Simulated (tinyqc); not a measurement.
Metal gate on a two-layer dielectric stack with fixed charge and a dipole: flat band against the thickness t2.

Gate, layer 2, layer 1, p-type semiconductor; x runs from the gate inwards. Charges are counted in units of +q. psi is the band bending at the surface, positive towards inversion. Classical charge, Boltzmann statistics, no interface traps.

EOT = 3.9 (t1/e1 + t2/e2), Cox = eps0/(t1/e1 + t2/e2); phi_ms = pM - (chi + Eg - Vt ln(Nv/Na)). Vfb = phi_ms + Vd - (q/eps0) [Q1 (t1/e1 + t2/e2) + Q2 t2/e2 + r1 (t1^2/(2 e1) + t1 t2/e2) + r2 t2^2/(2 e2)]: each charge counts with its electrical distance from the gate. ni = sqrt(Nc Nv) exp(-Eg/(2 Vt)), Eg in volts, pB = Vt ln(Na/ni), Vth = Vfb + 2 pB + sqrt(4 q eps0 eps_r Na pB)/Cox.

Inputs (values chosen for the exercise); band and dielectric values close to those of silicon, layer 1 close to silicon dioxide, layer 2 close to zirconium oxide: temperature T = 350 K; band gap Eg = 1.11 eV; relative permittivity eps_r = 11.9; conduction-band density of states at T Nc = 3.49e19 cm^-3; valence-band density of states at T Nv = 3.38e19 cm^-3; electron affinity chi = 4.06 eV; acceptor density Na = 1.1e17 cm^-3; work function of the gate metal pM = 5.11 eV; thickness of layer 1, next to the semiconductor t1 = 1.4 nm; relative permittivity of layer 1 e1 = 3.82; relative permittivity of layer 2 e2 = 24.6; fixed charge at the semiconductor interface Q1 = 2.2e11 cm^-2; fixed charge between the layers Q2 = 1.8e11 cm^-2; uniform charge density in layer 1 r1 = 0 cm^-3; uniform charge density in layer 2 r2 = 0 cm^-3; flat-band shift by a dipole layer between the layers Vd = 0.05 V.

Constants: q = 1.602176634e-19 C, kB = 1.380649e-23 J/K, Vt = kB T/q, eps0 = 8.8541878128e-14 F/cm where lengths are in cm. Results are converted to the units shown.

Results:

| t2 (nm) | EOT (nm) | Vfb (V) | Vth (V) |
|---|---|---|---|
| 1 | 1.588 | 0.1452 | 0.9862 |
| 2.3 | 1.794 | 0.1414 | 0.9924 |
| 3.6 | 2.000 | 0.1376 | 0.9986 |
| 4.9 | 2.206 | 0.1337 | 1.005 |
| 7.4 | 2.602 | 0.1264 | 1.017 |
| 8.7 | 2.809 | 0.1226 | 1.023 |
| 10 | 3.015 | 0.1187 | 1.029 |

Estimate the missing row, t2 = 6.1 nm.

Computed row:

| t2 (nm) | EOT (nm) | Vfb (V) | Vth (V) |
|---|---|---|---|
| 6.1 | 2.396 | 0.1302 | 1.011 |

With this row back in the table: Vfb falls from 0.145 to 0.119 V and Vth rises from 0.986 to 1.03 V. The slope dVfb/dEOT is -18.6 mV/nm between the first two rows and -18.6 between the last two: a straight line, set by the charge below the growing layer, which reads as 4.00e11 cm^-2. A line through the end rows meets EOT = 0 at 0.175 V, against phi_ms + Vd = 0.163 V; an effective work function read from it is off by 61.9 mV from pM.

tinyqc, about 0.01 s, one thread, Intel Xeon 2.30GHz (shared host): `OMP_NUM_THREADS=1 python tinyqc.py 2010171 2010172 out.jsonl`
